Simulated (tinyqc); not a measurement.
# Changing the grading rate (misfit per thickness) R_f

Model: kinetics of strain relaxation and threading dislocations in mismatched semiconductor layers. Computed by tinyqc, a small Python program. Command: `OMP_NUM_THREADS=1 python tinyqc.py 3016559 3016560 out.jsonl threading sweep`. One thread of a shared host (Intel(R) Xeon(R) Processor @ 2.30GHz), about 0.01 s of CPU time with the checks.

60-degree dislocations on {111} planes of a (001) layer, isotropic elasticity. The Schmid factor is 1/sqrt(6), and a misfit segment relieves strain with b/2.

Inputs (values chosen for the exercise, modelled on In(0.2)Ga(0.8)As on GaAs):
```
quantity                              value         unit
misfit f                              0.014            -
shear modulus G                        45.2          GPa
Poisson ratio nu                       0.32            -
Burgers vector b                       4.05     angstrom
glide activation energy Q              1.32           eV
velocity prefactor v0                  8000  m/s per MPa
growth temperature of the buffer T_g   1036            K
growth rate R_g                         0.2         nm/s
```

Constants: k_B = 8.617333262e-05 eV/K.

Method. In steady grading, strain is fed at R_f R_g and relieved at (b/4) rho v. As a glide-limited estimate, the driving stress is taken as the mean stress of the strained top zone, whose depth z solves R_f z/2 = e_eq(z), with strain R_f z at the surface; tau_g = S R_f z/2 is its mean; then rho = 4 R_f R_g/(b m tau_g), m = v0 exp(-Q/(k_B T_g)), S = (1/sqrt 6) 2 G (1 + nu)/(1 - nu), e_eq(z) = b (1 - nu/4) [ln(z/b) + 1]/(4 pi (1 + nu) z).

One run for each value; columns: (1) grading rate (misfit per thickness) R_f (1/micrometre); (2) thread density of the buffer (1/cm^2); (3) depth z of the strained zone (nm); (4) stress tau_g (MPa); (5) buffer thickness f/R_f (micrometre):
```
(1)         (2)     (3)     (4)     (5)
0.00050   2.058  883.51   15.82  28.000
0.00097   2.927  621.34   21.59  14.433
0.00190   4.187  434.32   29.56   7.368
0.00360   5.891  308.70   39.81   3.889
0.00690   8.349  217.83   53.84   2.029
0.01300  11.738  154.94   72.15   1.077
0.02600  17.066  106.57   99.25   0.538
0.05000  24.332   74.75  133.87   0.280
```

Describe and explain the trends.

Over the rows, thread density of the buffer (1/cm^2) rises from 2.06 to 24.3 (exponent d ln y / d ln x about 0.54 throughout); depth z of the strained zone (nm) falls from 884 to 74.7 (exponent d ln y / d ln x about -0.54 throughout); stress tau_g (MPa) rises from 15.8 to 134 (exponent d ln y / d ln x about 0.46 throughout). The exponent of thread density of the buffer stays between 0.53 and 0.54, near 0.50: the feed goes as R_f and the stress as its root, but for the logarithm. The exponent of depth z of the strained zone stays between -0.54 and -0.53, near -0.50: R_f z against 1/z, but for the logarithm.

Caution (all rows): real buffers seldom go below 1e5 /cm^2, as pile-ups and nucleation take over; this value is a lower bound.

Extremes, crossings and ranges named in words are read from the listed rows.
